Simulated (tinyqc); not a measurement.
Trench capacitor in an array: capacitance, non-linearity, leakage and relaxation: one step of the calculation.

A film between two metal electrodes, each interface adding a series capacitance ci. The small-signal permittivity is ek (1 + aq E^2); the field is found with the linear permittivity. Leakage J = J0 sinh(E/Ef). After a voltage step the film passes a relaxation current kr C V tt^(-nr), tt being the time in seconds. The sidewall is a coaxial capacitor with radii a = dm/2 - t and b = dm/2, depth AR dm; the end face is left out.

Task. Cell capacitance, fields and time constant. Per length 1/c = ln(b/a)/(2 pi eps0 ek) + (1/a + 1/b)/(2 pi ci); cell capacitance c AR dm; per footprint over pt^2; fields c V/(2 pi eps0 ek r) at r = a and b; resistance of the inner electrode rho AR dm/(pi a^2); time constant R C/3 of the distributed line.

Values chosen for this exercise; permittivity of the order of that of silicon nitride: relative permittivity of the film ek = 7.89; film thickness t = 16 nm; capacitance of each electrode interface (dead layer and screening) ci = 49 uF/cm^2; bias V = 0.7 V; diameter of the hole dm = 170 nm; aspect ratio, depth over diameter AR = 50; pitch of the square array pt = 270 nm; resistivity of the inner electrode rho = 230 uohm cm.

Constants: eps0 = 8.8541878128e-14 F/cm where lengths are in cm. Results are converted to the units shown.

Give: a; b; cell capacitance; capacitance per footprint; field at a; field at b; R; R C/3.

Result.

a = 69.00 nm
b = 85.00 nm
cell capacitance = 17.58 fF
capacitance per footprint = 24.11 uF/cm^2
field at a = 0.4779 MV/cm
field at b = 0.3879 MV/cm
R = 1.307 kohm
R C/3 = 7.657 ps

The array gives 56.2 times the planar capacitance per footprint; curvature makes the field at the inner electrode 1.11 times the planar value.

Numbers from tinyqc (`OMP_NUM_THREADS=1 python tinyqc.py 2102203 2102204 out.jsonl`; about 0.01 s on one thread of a shared Intel Xeon 2.30GHz).
